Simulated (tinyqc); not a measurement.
Inside a calculation. Method: plane-wave Kohn-Sham cycle with exchange-only LDA in a layered model solid. Computed by tinyqc, a small Python program that keeps every step. Settings: points = 16, plane-wave index or count = 2, electrons = 4, k points = 1, area = 28.0, mixing = 0.3, iteration cap = 80. Command: `OMP_NUM_THREADS=1 python tinyqc.py 23706 23707 out.jsonl` (the two numbers bound the seeds that draw the settings). One thread of a shared host (Intel(R) Xeon(R) Processor @ 2.60GHz), about 0.01 s of CPU time with the checks.

A solid whose potential varies along x alone (atomic units):
```
parameter                      value
period a                   15.900000
cross-section of the cell  28.000000
electrons per cell                 4
grid points                       16
plane waves -n..n, n               2
k points                           1
V1 in V1 cos(2 pi x/a)     -0.620000
V2 in V2 cos(4 pi x/a)     -0.090000
```

Stop when sqrt(dV sum R^2) is below 1e-8, dV = a A/N.

Course of the cycle:
```
iteration  E (hartree)  norm of the residual
1          -1.84416885              1.85e-01
2          -1.25884483              1.21e-01
3          -1.01764123              6.77e-02
4          -0.99229754              1.33e-01
5          -1.06722845              8.74e-02
6          -0.96641352              4.87e-02
7          -1.02056448              1.34e-01
8          -1.05548688              8.61e-02
9          -0.96507524              4.96e-02
10         -1.02037165              1.33e-01
11         -1.05549834              8.65e-02
...                ...                   ...
70         -1.01966003              1.32e-01
71         -1.05568164              8.69e-02
72         -0.96624645              5.27e-02
73         -1.01872460              1.25e-01
74         -1.05345939              9.01e-02
75         -0.97741756              7.57e-02
76         -1.03084808              1.00e-01
77         -1.02051627              9.48e-02
78         -1.02694443              9.79e-02
79         -1.02504629              9.55e-02
80         -1.02487651              9.65e-02
```

Can the last value be used, and what does the course show?

Not by the stop rule. Not converged within 80 iterations: the residual falls in a zigzag, on average by a factor of about 0.96 a step. Reruns (cap 100 unless said): mixing 0.1: not converged; mixing 0.5, Kerker q0 1.0: not converged; mixing 0.3, Pulay depth 5: not converged; the original settings with a cap of 400: not converged.
